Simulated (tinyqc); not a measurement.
# Inputs raised by 5 %, one at a time

Model: one anharmonic mode: perturbation theory, self-consistent phonons and exact levels. Computed by tinyqc, a small Python program. Command: `OMP_NUM_THREADS=1 python tinyqc.py 3029883 3029884 out.jsonl scp sens`. One thread of a shared host (Intel(R) Xeon(R) Processor @ 2.30GHz), about 0.1 s of CPU time with the checks.

V(x) = k x^2/2 + b x^4 for one coordinate x of mass M. A constant K > 0 gives hbar Omega = sqrt((hbar^2/u) K/M) with K in eV/angstrom^2 and M in u.

Inputs (values chosen for the exercise, for a model mode):
```
quantity,value,unit
mode mass M,80.7,u
harmonic constant k,-7.04,eV/angstrom^2
quartic constant b,139,eV/angstrom^4
temperature T,720,K
mixing,0.15,-
```

Shape: double well.

Constants: hbar^2/u = 4.18015928e-03 eV angstrom^2; k_B = 8.617333262e-05 eV/K.

Method:
- Self-consistent phonon, centred at x = 0: K = k + 12 b <x^2>, <x^2> = (hbar Omega/(2K)) coth(hbar Omega/(2 k_B T)).
- Start at K = |k|; K(new) = K + mixing x (K_out - K), but at least K/20; stop when |K_out - K| < 1e-9 |k| or after 90 steps.
- Its free energy is F = k_B T ln[2 sinh(hbar Omega/(2 k_B T))] + (k - K)<x^2>/2 + 3 b <x^2>^2, an upper bound to the exact one.
- Basis: oscillator states n of the constant |k|, with x = s (a + a+), s^2 = hbar Omega/(2|k|); H = hbar Omega (n + 1/2) + (k - |k|) x^2/2 + b x^4, with exact matrix elements of x^2 and x^4.
- Exact values use 120 basis states: F = -k_B T ln sum exp(-E_n/(k_B T)), and <x^2> is the Boltzmann mean.

Runs:
```
input moved,from,to,self-consistent quantum (meV),self-consistent <x^2> (angstrom^2),E_1 - E_0 (meV),exact <x^2> (angstrom^2)
base run,-,-,19.424,0.0085875,1.3745,0.012024
mode mass M (u),80.7,84.735,18.954,0.0085864,1.2321,0.012026
harmonic constant k (eV/angstrom^2),-7.04,-7.392,19.266,0.0087278,1.0816,0.012363
quartic constant b (eV/angstrom^4),139,145.95,19.742,0.0083157,1.6151,0.011578
temperature T (K),720,756,19.737,0.0087291,1.3745,0.012160
```

Exponents ln(y'/y) / ln(x'/x):
```
input,self-consistent quantum,self-consistent <x^2>,E_1 - E_0,exact <x^2>
mode mass M,-0.503,-0.003,-2.242,0.003
harmonic constant k,-0.167,0.332,-4.912,0.570
quartic constant b,0.332,-0.659,3.306,-0.775
temperature T,0.327,0.335,0.000,0.231
```

Among the inputs moved here: self-consistent quantum answers most in size to mode mass M (exponent -0.503), next to quartic constant b (+0.332). Its exponent -0.503 in mode mass M: the harmonic or classical law. Self-consistent <x^2> answers most in size to quartic constant b (exponent -0.659), next to temperature T (+0.335). E_1 - E_0 answers most in size to harmonic constant k (exponent -4.912), next to quartic constant b (+3.306); its exponent is below 0.0005 for temperature T. exact <x^2> answers most in size to quartic constant b (exponent -0.775), next to harmonic constant k (+0.570).
